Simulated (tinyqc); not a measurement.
One level coupled to a phonon between two leads, self-consistent Born approximation: two steps of the calculation.

Wide-band leads with mu_L = +V/2 and mu_R = -V/2; phonons in equilibrium, Nq = 1/(exp(w0/kB T) - 1). Scattering links only energies that differ by w0, so a ladder E_k = E1 + k w0 closes on itself; terms that reach past its ends are dropped. Gn and Gp are the electron and hole parts of the spectral function A = Gn + Gp.

Parameters, values chosen for the exercise: temperature of leads and phonons T = 300 K; level ed = -3 meV; coupling to the left lead GL = 5.5 meV; coupling to the right lead GR = 11 meV; bias V = 75 mV.

Constants: q = 1.602176634e-19 C, kB = 1.380649e-23 J/K, Vt = kB T/q. Results are converted to the units shown.

Problem 1. Green functions. |G|^2 = 1/[(E - ed)^2 + (GL + GR + Sin + Sout)^2/4], Gn = |G|^2 (GL fL + GR fR + Sin), Gp = |G|^2 (GL (1 - fL) + GR (1 - fR) + Sout), f = 1/(1 + exp((E - mu)/kB T)). On a single ladder the real part of the phonon self-energy, which needs all energies, is left out.

```
rung	E (meV)	Sin (meV)	Sout (meV)
0	-50	1.5022900	0.43810027
1	-30	5.4688823	2.9273108
2	-10	2.8116660	3.0182857
3	10	2.7626324	6.5072907
4	30	0.97738512	4.4840604
```

Find: Gn after iteration 2; Gp after iteration 2.

Solution 1.

```
rung	Gn after iteration 2 (1/meV)	Gp after iteration 2 (1/meV)
0	0.005940	0.002099
1	0.01731	0.01086
2	0.05977	0.06882
3	0.02496	0.05196
4	0.004031	0.01412
```

Problem 2. Currents on the rungs. Spectral currents into the level: iL = GL [fL Gp - (1 - fL) Gn], iR = GR [fR Gp - (1 - fR) Gn].

```
rung	converged Gn (1/meV)	converged Gp (1/meV)	fL	fR
0	0.0059306912	0.0020950230	0.96722139	0.61857910
1	0.017232443	0.010845144	0.93156723	0.42797621
2	0.059892039	0.068740786	0.86263879	0.25659396
3	0.024916838	0.052000272	0.74340604	0.13736121
4	0.0040395314	0.014109556	0.57202379	0.068432769
```

Find: iL; iR; iL + iR; sum of iL.

Solution 2.

```
rung	iL	iR	iL + iR
0	0.0101	-0.0106	-0.00055
1	0.0491	-0.0574	-0.00829
2	0.2809	-0.2957	-0.01485
3	0.1775	-0.1579	0.01959
4	0.0349	-0.0308	0.00411
```

sum of iL = 0.5524

On a single rung iL + iR need not vanish (largest 0.020), since phonons move electrons between rungs; summed over the ladder it does.

Range of the model: The self-consistent Born approximation keeps only non-crossing phonon lines and no Hartree shift; it is rough once the coupling nears the phonon energy.

tinyqc, about 0.1 s, one thread, Intel Xeon 2.30GHz (shared host): `OMP_NUM_THREADS=1 python tinyqc.py 2720038 2720039 out.jsonl`
